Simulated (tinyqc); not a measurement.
# p-n diode with diffusion and depletion-layer recombination, step by step

tinyqc, about 0.01 s, one thread, Intel Xeon 2.30GHz (shared host): `OMP_NUM_THREADS=1 python tinyqc.py 2260032 2260033 out.jsonl` Printed values are rounded.

Abrupt junction in the depletion approximation, low injection, full ionisation, neutral widths fixed, ohmic contact on the p side. Vj is the junction voltage; where a series resistance Rs is given, V = Vj + J Rs is the terminal voltage.

Inputs (values chosen for the exercise); band and dielectric values close to those of silicon:
```
symbol    value        unit                                               meaning
T           325           K                                           temperature
Eg         1.13          eV                                              band gap
eps_r      11.5                                             relative permittivity
Nc       3.2e19       cm^-3                conduction-band density of states at T
Nv      2.94e19       cm^-3                   valence-band density of states at T
Na       1.1e16       cm^-3                                      acceptor density
Nd       1.9e15       cm^-3                                         donor density
mun        1100  cm^2/(V s)                       electron mobility in the p side
mup         380  cm^2/(V s)                           hole mobility in the n side
tn         5e-9           s                                     electron lifetime
tp         1e-8           s                                         hole lifetime
wp         0.25          um                           neutral width of the p side
wn           73          um                           neutral width of the n side
Sp          1e7        cm/s               recombination velocity at the n contact
Rs       0.0016    ohm cm^2                                     series resistance
Et            0          eV                  trap level above the intrinsic level
Vj         0.29           V  junction voltage at which recombination is evaluated
V          0.78           V                                      terminal voltage
```

Constants: q = 1.602176634e-19 C, kB = 1.380649e-23 J/K, Vt = kB T/q, eps0 = 8.8541878128e-14 F/cm where lengths are in cm. Results are converted to the units shown.

Range of the model: At the terminal voltage used the injected minority density exceeds a tenth of the lighter doping, so the low-injection formulas overstate the current.

## Diffusion lengths and saturation currents

ni = sqrt(Nc Nv) exp(-Eg/(2 Vt)), Eg in volts; D = mu Vt; Ln = sqrt(Dn tn), Lp = sqrt(Dp tp); J0n = q ni^2 Dn coth(wp/Ln)/(Ln Na); J0p = (q ni^2 Dp/(Lp Nd)) (s + tanh(wn/Lp))/(1 + s tanh(wn/Lp)), s = Sp Lp/Dp.

ni = 5.312368e10 cm^-3
Ln = 3.924727 um
Lp = 3.262270 um
J0n = 5.072122e-8 A/cm^2
J0p = 7.763418e-9 A/cm^2

wp/Ln = 0.064 and wn/Lp = 22; electrons carry 86.7 % of the diffusion current.

## Recombination in the depleted layer

ni = sqrt(Nc Nv) exp(-Eg/(2 Vt)), Eg in volts. Vbi = Vt ln(Na Nd/ni^2), W = sqrt(2 eps0 eps_r (Vbi - Vj)(1/Na + 1/Nd)/q), xp = W Nd/(Na + Nd), xn = W Na/(Na + Nd); u(x) = q Na (x + xp)^2/(2 eps0 eps_r) for x < 0 and Vbi - Vj - q Nd (xn - x)^2/(2 eps0 eps_r) for x > 0; p = Na exp(-u/Vt), n = Nd exp((u - Vbi + Vj)/Vt); U = ni^2 (exp(Vj/Vt) - 1)/(tp (n + ni exp(Et/Vt)) + tn (p + ni exp(-Et/Vt))); J_scr = q times the integral of U from -xp to xn. Trapezoid rule on 12 equal steps.

W = 521.3513 nm
x, point 0 to 12 (nm): [-76.7882, -33.3422, 10.1037, 53.5497, 96.9956, 140.4415, 183.8875, 227.3334, 270.7794, 314.2253, 357.6713, 401.1172, 444.5631]
u, point 0 to 12 (V): [0.0000000, 0.0163352, 0.0643048, 0.1179140, 0.1658802, 0.2082033, 0.2448833, 0.2759202, 0.3013140, 0.3210648, 0.3351725, 0.3436371, 0.3464586]
n, point 0 to 12 (cm^-3): [8.057798e9, 1.443866e10, 8.005563e10, 5.428884e11, 3.009692e12, 1.364038e13, 5.053862e13, 1.530781e14, 3.790493e14, 7.673103e14, 1.269811e15, 1.717908e15, 1.9e15]
p, point 0 to 12 (cm^-3): [1.1e16, 6.138783e15, 1.107177e15, 1.632670e14, 2.945011e13, 6.498045e12, 1.753823e12, 5.790231e11, 2.338371e11, 1.155149e11, 6.980233e10, 5.159518e10, 4.665041e10]
U, point 0 to 12 (cm^-3 s^-1): [1.611483e18, 2.887551e18, 1.600600e19, 1.077525e20, 4.975345e20, 5.223202e20, 1.721188e20, 5.776116e19, 2.337084e19, 1.154905e19, 6.979381e18, 5.159036e18, 4.664640e18]
J_scr = 9.930129e-4 A/cm^2

With 2000 steps J_scr = 9.985e-4 A/cm^2; the coarse value is 0.55 % below it. U is largest at x = 140 nm among these points; the peak lies where tp n = tn p. On the fine grid U peaks at 6.617e20 cm^-3 s^-1, and J_scr/(q U_max) is 18.1 % of W, the effective width of the recombining zone.

## Starting value

Vj = V/2.

Vj at the start = 0.39 V

## Iteration 1: new Vj

J0 = J0n + J0p = 5.848464e-8 A/cm^2

Diffusion current alone: J = J0 (exp(Vj/Vt) - 1), g = Vj + J Rs - V, g' = 1 + Rs J0 exp(Vj/Vt)/Vt, Vj(new) = Vj - g/g'.

J = 0.06527926 A/cm^2
g = -0.3898956 V
g' = 1.003729
Vj after iteration 1 = 0.7784469 V

## Iteration 2: new Vj

As before.

J = 68932.68 A/cm^2
g = 110.2907 V
g' = 3939.120
Vj after iteration 2 = 0.7504480 V

## Iteration 3: new Vj

As before.

J = 25365.71 A/cm^2
g = 40.55559 V
g' = 1450.142
Vj after iteration 3 = 0.7224814 V

## Course of the iteration

Stop when the step is below 1e-10 V, or after 80 iterations.

Course of the iteration:
```
iteration  Vj before the step (V)   step (V)
1                            0.39      0.388
2                       0.7784469    -0.0280
3                       0.7504480    -0.0280
4                       0.7224814    -0.0278
5                       0.6946350    -0.0274
6                       0.6671997    -0.0261
7                       0.6410668    -0.0225
8                       0.6185938    -0.0145
9                       0.6040447   -4.77e-3
10                      0.5992756   -3.95e-4
11                      0.5988806   -2.44e-6
12                      0.5988781  -9.17e-11
```

Converged in 12 iterations. In 4 iterations the step is within 3 % of -Vt = -28.0 mV: far above the solution the exponential dominates and a Newton step lowers its exponent by one.
